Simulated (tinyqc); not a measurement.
Finite-size error of a charged defect in a periodic cell: Madelung and Makov-Payne terms: one step, computed by the program tinyqc.

L is the cube root of the cell volume. The defect charge is a Gaussian, rho(r) = q (2 pi sigma^2)^(-3/2) exp(-r^2/2 sigma^2), repeated periodically in a uniform neutralising background and screened by a continuum. The model cell energy is E(L) = E_0 + [periodic - isolated electrostatic energy].

Problem. Madelung energy. Ewald sum for a unit point charge: scale each Cartesian component of the cell by 1/sqrt(eps_i), giving R', G' and V'; E = [ (1/2) sum erfc(eta R')/R' + (2 pi/V') sum exp(-G'^2/4 eta^2)/G'^2 - eta/sqrt(pi) - pi/(2 V' eta^2) ] e^2/(4 pi eps_0) / sqrt(eps_x eps_y eps_z), over n_i = -6..6, omitting n = (0,0,0), eta = 2/V'^(1/3). alpha = -2 E eps_g L/(e^2/(4 pi eps_0)), eps_g = (eps_x eps_y eps_z)^(1/3).

Inputs (values chosen for the exercise, with screening close to that of silicon): charge q = -1 e; cell length L = 16.3 angstrom; dielectric constant eps = 11.9.

Supercell lattice: fcc. Screening: isotropic.

cell vectors (rows) (angstrom):
```
          1         2         3
1   0.00000  12.93732  12.93732
2  12.93732   0.00000  12.93732
3  12.93732  12.93732   0.00000
```

Constants: e^2/(4 pi eps_0) = 14.39964548 eV angstrom.

Give: terms for a unit charge; Madelung constant alpha; point-charge correction -q^2 E.

Solution.

terms for a unit charge (eV): real space 0.00060, reciprocal 0.00512, self -0.08377, background -0.02915

Madelung constant alpha = 2.888

point-charge correction -q^2 E = 0.1072 eV
